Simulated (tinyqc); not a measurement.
## Junction parameters from two forward currents

Question. D(v) = J1 (exp(v/Vt) - 1) + J2 (exp(v/(2 Vt)) - 1). Find J1, J2 and the voltage 2 Vt ln(J2/J1) near which both parts are equal.

Inputs (values chosen for the exercise): temperature T = 330 K.

Constants: q = 1.602176634e-19 C, kB = 1.380649e-23 J/K, Vt = kB T/q. Results are converted to the units shown.

junction voltages (V): 0.26  0.63
currents (uA/um): 9.6808475e-7  0.0056652053

Answer. The current is linear in J1 and J2, so two points give two equations.

J1 = 1.200e-12 uA/um
J2 = 1.000e-8 uA/um
crossover = 0.5135 V

tinyqc, about 0.2 s, one thread, Intel Xeon 2.30GHz (shared host): `OMP_NUM_THREADS=1 python tinyqc.py 2182206 2182207 out.jsonl`
